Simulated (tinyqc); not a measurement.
UKS/PBE0 in the sto-3g basis, for H3, spin multiplicity 2, step by step. This run ends on a higher stationary point, not on the lowest solution. Computed by tinyqc, a small Python program that keeps every step (integrals from PySCF). Settings: charge = 0, multiplicity = 2, basis = sto-3g, energy threshold = 1e-08, iteration cap = 82, orthogonalisation = canonical, start = highest core orbitals, DIIS depth = 3, DIIS from iteration = 3, method = UKS, functional = pbe0, grid = [10, 50]. Command: `OMP_NUM_THREADS=1 python tinyqc.py 24542 24543 out.jsonl` (the two numbers bound the seeds that draw the settings). One thread of a shared host (Intel(R) Xeon(R) Processor @ 2.60GHz), about 2 s of CPU time with the checks.

Geometry (angstrom):
```
atom       x       y       z
H     0.0000  0.0000  0.0000
H     0.0000  0.0000  0.7540
H     0.0000  0.6530  0.3770
```

Stop when the energy changes by less than 1e-08 hartree and every element of the error matrix X^T (F D S - S D F) X (for each spin) is below 3e-05.

Course of the cycle:
```
iteration  E (hartree)     change  largest element of the error matrix
1             0.492123          -                             7.96e-02
2            -1.105880  -1.60e+00                             3.06e-01
3            -1.214744  -1.09e-01                             5.77e-02
4            -1.218200  -3.46e-03                             6.08e-03
5            -1.218238  -3.83e-05                             6.50e-05
6            -1.218238  -3.54e-09                             2.83e-05
```

Can the last value be used, and what does the course show?

No, though the log alone does not show it. Converged in 6 iterations. But the solution lies 0.00457 hartree above the reference: it is another stationary point, not the lowest one. Reruns (cap 100 unless said): DIIS 8: converged in 14 to a higher stationary point; damping 0.5: converged in 29 to a higher stationary point; level shift 0.5: converged in 12 to a higher stationary point; atomic densities as start, DIIS 8: converged in 6 to a higher stationary point. PySCF UKS in the same basis, fine grid, after a stability check = -1.222808 hartree, which differs from a converged run on this coarse grid by the grid error.
